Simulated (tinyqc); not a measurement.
Surface photovoltage measurement of the minority-carrier diffusion length in a wafer: one step, computed by the program tinyqc.

Low injection, steady light, a depletion layer much thinner than 1/alpha and L. The excess density dn is taken at the front edge of the neutral region; light that reaches the back is lost.

Problem. One wavelength. alpha = (84.732/lambda - 76.417)^2 per cm with lambda in micrometre (an empirical fit for silicon between 0.7 and 1.05 micrometre). Thick wafer: dn = Phi L/((S_f + D/L)(L + 1/alpha)). Finite wafer, with s = S_b L/D, w = W/L, a = alpha L: dn = [Phi a/(a^2 - 1)] [a - B - exp(-alpha W)(a - s)/(cosh w + s sinh w)]/(S_f + B D/L), B = (sinh w + s cosh w)/(cosh w + s sinh w). Photovoltage V = (k_B T/e) ln(1 + dn/n_0). Lifetime = L^2/D.

Inputs (values chosen for the exercise, modelled on p-type silicon at room temperature):

| quantity | value | unit |
|---|---|---|
| diffusion length L | 20 | micrometre |
| wafer thickness W | 775 | micrometre |
| diffusivity D | 31 | cm^2/s |
| front recombination velocity S_f | 2400 | cm/s |
| back recombination velocity S_b | 82000 | cm/s |
| photon flux entering | 2.7e+13 | 1/(cm^2 s) |
| minority density at the surface barrier scale n_0 | 5.6e+08 | 1/cm^3 |
| temperature T | 298 | K |
| wavelength | 968 | nm |

Constants: k_B = 8.617333262e-05 eV/K.

Give: alpha; penetration depth 1/alpha; dn, thick wafer; B; dn, finite wafer; photovoltage V; lifetime.

Solution.

alpha = 123.57 1/cm

penetration depth 1/alpha = 80.928 micrometre

dn, thick wafer = 2.9890e+08 1/cm^3

B = 1

dn, finite wafer = 2.9890e+08 1/cm^3

photovoltage V = 10.984 mV

lifetime = 0.12903 microsecond

Caution: dn is not small against n_0, so V is not linear in the flux; the constant-flux reading then needs dn, not V.
